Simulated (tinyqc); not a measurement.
# Molecular dynamics of a small cluster by velocity Verlet steps, step by step

A worked calculation. Computed by tinyqc, a small Python program that keeps every step. Command: `OMP_NUM_THREADS=1 python tinyqc.py 3024846 3024847 out.jsonl verlet walk`. One thread of a shared host (Intel(R) Xeon(R) Processor @ 2.30GHz), about 0.1 s of CPU time with the checks. Intermediate numbers are printed to about 6 digits and carried at full precision; extremes and crossings named in words are read from the listed rows.

E = sum_(i<j) phi(r_ij), phi(r) = eps [exp(-2 alpha (r - r0)) - 2 exp(-alpha (r - r0))]; the force on i is -sum_j phi'(r_ij) (R_i - R_j)/r_ij.

Inputs (values chosen for the exercise, for model atoms):
```
quantity               value        unit
length r0               2.82    angstrom
well depth eps          0.32          eV
stiffness alpha         1.26  1/angstrom
atomic mass M            115           u
time step dt             7.6          fs
steps                    300           -
target temperature T0    100           K
coupling time tau        200          fs
```

Potential: Morse. Thermostat: Berendsen.

starting positions (angstrom):
```
           x      y      z
atom 1  0.02  -0.02   0.08
atom 2  2.85      0   0.02
atom 3  1.45   2.39   0.02
atom 4  1.45   0.83   2.29
atom 5  1.46   0.82  -2.27
```

starting velocities (angstrom/fs):
```
               x         y        z
atom 1   -0.0013  -0.00151    4e-05
atom 2   0.00049  -0.00106  0.00078
atom 3   0.00136   0.00301  0.00037
atom 4  -0.00036   0.00016  0.00031
atom 5   -0.0002   -0.0006  -0.0015
```

Constants: 1 eV/(angstrom u) = 9.648533212e-03 angstrom/fs^2; k_B = 8.617333262e-05 eV/K.

## State at the start

Velocity Verlet: a = c F/M with c = 9.648533212e-3 angstrom/fs^2 per eV/(angstrom u); R(new) = R + v dt + a dt^2/2; v(new) = v + (a + a(new)) dt/2. Kinetic energy K = M v^2/(2c); temperature T = 2K/((3N - 3) k_B), rotation of the cluster included. After each step v is scaled by sqrt(1 + (dt/tau)(T0/T - 1)).

forces (eV/angstrom):
```
                x          y          z
atom 1  -0.002078  -0.017752  -0.093498
atom 2   0.041673  -0.062625  -0.007202
atom 3  -0.019369   0.133607  -0.023070
atom 4   0.017133  -0.015804   0.053996
atom 5  -0.037359  -0.037426   0.069774
```

potential energy = -2.93860 eV

kinetic energy = 0.118544 eV

temperature = 229.274 K

## Step 1

The formulas are those given above.

positions after step 1 (angstrom):
```
              x         y         z
atom 1  0.01011  -0.03152   0.08008
atom 2  2.85382  -0.00821   0.02591
atom 3  1.46029   2.41320   0.02276
atom 4  1.44731   0.83118   2.29249
atom 5  1.45839   0.81535  -2.28123
```

new forces (eV/angstrom):
```
                x          y          z
atom 1   0.043385   0.023965  -0.094850
atom 2   0.003302  -0.032180  -0.019188
atom 3  -0.025114   0.048895  -0.034808
atom 4   0.012680  -0.011810   0.029644
atom 5  -0.034254  -0.028869   0.119202
```

velocities after step 1 (angstrom/fs):
```
                  x            y            z
atom 1  -0.00127287  -0.00149166  -0.00001983
atom 2   0.00049887  -0.00107840   0.00076321
atom 3   0.00133121   0.00303489   0.00034773
atom 4  -0.00034669   0.00014956   0.00033301
atom 5  -0.00022041  -0.00061440  -0.00142413
```

total energy = -2.82261 eV

## Step 2

The formulas are those given above.

positions after step 2 (angstrom):
```
              x         y         z
atom 1  0.00055  -0.04280   0.07970
atom 2  2.85762  -0.01648   0.03166
atom 3  1.47035   2.43638   0.02531
atom 4  1.44470   0.83229   2.29509
atom 5  1.45663   0.81061  -2.29177
```

new forces (eV/angstrom):
```
                x          y          z
atom 1   0.083921   0.060012  -0.094678
atom 2  -0.031896  -0.003797  -0.029718
atom 3  -0.029481  -0.027281  -0.043837
atom 4   0.008494  -0.007860   0.005430
atom 5  -0.031038  -0.021074   0.162804
```

velocities after step 2 (angstrom/fs):
```
                  x            y            z
atom 1  -0.00121936  -0.00144953  -0.00007942
atom 2   0.00048462  -0.00107844   0.00073978
atom 3   0.00130004   0.00300990   0.00031928
atom 4  -0.00033638   0.00014178   0.00034059
atom 5  -0.00023870  -0.00062371  -0.00132023
```

total energy = -2.82496 eV

## Fastest vibration

Relax the cluster, diagonalise the Hessian (central differences): omega_max = sqrt(c lambda_max/M). Verlet steps are stable for omega_max dt < 2.

omega_max = 0.0191019 1/fs

shortest period = 328.931 fs

omega_max dt = 0.145174

The step is 1/43.3 of the shortest period.

## The trajectory

Spread = largest minus smallest value. The test of the step is the spread (largest minus smallest) of the total energy over the run without thermostat, against the spread of K; the step passes below 5 %. The mean T is over the second half.

Course of the run (evenly spaced rows):
```
step  t (fs)    U (eV)    K (eV)  U + K (eV)    T (K)
0        0.0  -2.93860  0.118544    -2.82006  229.274
21     159.6  -2.88992  0.064468    -2.82545  124.687
42     319.2  -2.91213  0.078622    -2.83351  152.062
63     478.8  -2.88378  0.052231    -2.83155  101.018
84     638.4  -2.89104  0.049361    -2.84168   95.468
105    798.0  -2.88865  0.045220    -2.84343   87.460
126    957.6  -2.88945  0.050691    -2.83876   98.040
147   1117.2  -2.88336  0.030500    -2.85286   58.990
168   1276.8  -2.92568  0.080706    -2.84497  156.092
189   1436.4  -2.88890  0.038551    -2.85035   74.561
210   1596.0  -2.88612  0.041680    -2.84444   80.612
231   1755.6  -2.91368  0.058420    -2.85526  112.990
252   1915.2  -2.89856  0.049806    -2.84876   96.328
273   2074.8  -2.90133  0.043286    -2.85804   83.719
294   2234.4  -2.88694  0.042079    -2.84486   81.384
```

spread of the total energy = 4.67292e-04 eV

spread of the total over spread of K = 0.00480066

mean temperature = 97.6334 K

The total energy keeps within 0.48 % of the swings of K, so the step passes. With the thermostat the mean T is 98 K, against the target 100 K; the scaling adds or removes energy, so U + K is not conserved in the table.

## Energy conservation against the time step

Velocity Verlet: a = c F/M with c = 9.648533212e-3 angstrom/fs^2 per eV/(angstrom u); R(new) = R + v dt + a dt^2/2; v(new) = v + (a + a(new)) dt/2. Kinetic energy K = M v^2/(2c); temperature T = 2K/((3N - 3) k_B), rotation of the cluster included. Runs without thermostat over the same span of time, steps x dt; spread = largest minus smallest value. For contrast, the energy gained over the first 30 dt (dt of the inputs) by explicit Euler steps: R(new) = R + v dt, v(new) = v + a dt.

Energy error (eV):
```
dt (fs)  omega_max dt  Verlet, spread of U + K  Euler, gain in U + K
0.95         0.018147              7.29603e-06              0.005871
1.90         0.036294              2.91865e-05              0.012029
3.80         0.072587              1.16899e-04              0.025230
7.60         0.145174              4.67292e-04              0.055219
15.20        0.290348              1.89383e-03              0.128428
22.80        0.435522              4.46510e-03              0.212813
```

The Verlet error grows as dt^2.00 between the first rows, the second order of the method. Euler steps gain energy steadily: over that short span the gain in the first row is already 800 times the Verlet spread of the whole run, and it grows as dt^1.03, tending to the first order of that method as dt shrinks.

Checks made by the program: time reversal over 50 steps (relative difference below 1e-10).
